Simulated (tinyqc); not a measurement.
Inside a calculation. Model: lossy package transmission line with skin effect.

Numbers from tinyqc (`OMP_NUM_THREADS=1 python tinyqc.py 2810231 2810232 out.jsonl`; about 0.01 s on one thread of a shared Intel Xeon 2.30GHz). Printed values are rounded.

A uniform line in a homogeneous dielectric: c = sqrt(er)/(c0 Z0), l = Z0 sqrt(er)/c0 (c0 = 299792458 m/s), g = w c td, w = 2 pi f. The resistance joins its limits as r = sqrt(r_dc^2 + r_hf^2), with r_dc = rho/(wd th), r_hf = kr rho/(2 delta (wd + th)), delta = sqrt(rho/(pi f mu0)), mu0 = 4 pi 1e-7 H/m; this is an interpolation, and internal inductance, up to 0.05 nH/mm at low frequency, is neglected.

Inputs (values chosen for the exercise):
- wd = 27 um (width of the strip)
- th = 8.4 um (thickness of the strip)
- rho = 2.9 uohm cm (resistivity)
- er = 3 (relative permittivity)
- td = 0.02 (loss tangent)
- Z0 = 50 ohm (lossless impedance sqrt(l/c))
- kr = 1.2 (factor for crowding and the return path)
- len = 5.6 mm (length)
- Rg = 50 ohm (source resistance)
- RL = 1e5 ohm (load resistance)
- CL = 0 fF (load capacitance)
- f = 3.8 GHz (frequency)

## Line constants

delta, r_dc, r_hf, r, l, c and g as defined.

delta = 1.39036 um
r_dc = 0.127866 ohm/mm
r_hf = 0.353524 ohm/mm
r = 0.375937 ohm/mm
l = 0.288875 nH/mm
c = 115.550 pF/m
g = 0.0551777 S/m

r is 2.94 times r_dc; the skin depth is 0.166 of the thickness.

## Propagation constant and impedance

gamma = sqrt((r + i w l)(g + i w c)) = alpha + i beta, Zc = sqrt((r + i w l)/(g + i w c)), roots with positive real part; loss 8.685889638 alpha in dB; phase velocity w/beta.

gamma len = 0.028773+0.772602i
Zc = 50.0247-0.8619i ohm
loss = 0.0446285 dB/mm
phase velocity over c0 = 0.577264
r/(w l) = 0.0545057

r is below w l; the low-loss estimate 8.686 (r/(2 Z0) + g Z0/2) gives 0.0446 dB/mm.

## Reflection, input impedance and transfer

ZL = 1/(1/RL + i w CL); reflection (ZL - Zc)/(ZL + Zc); Zin = Zc (ZL + Zc tanh(gamma len))/(Zc + ZL tanh(gamma len)); H = V_load/V_source = [Zin/(Zin + Rg)]/[cosh(gamma len) + (Zc/ZL) sinh(gamma len)].

ZL = (1.00000+0.00000i) x 1e5 ohm
reflection at the load = 0.999000+0.000017i
Zin = 2.1195-51.2840i ohm
H = 0.695826-0.689304i
|H| = -0.180395 dB
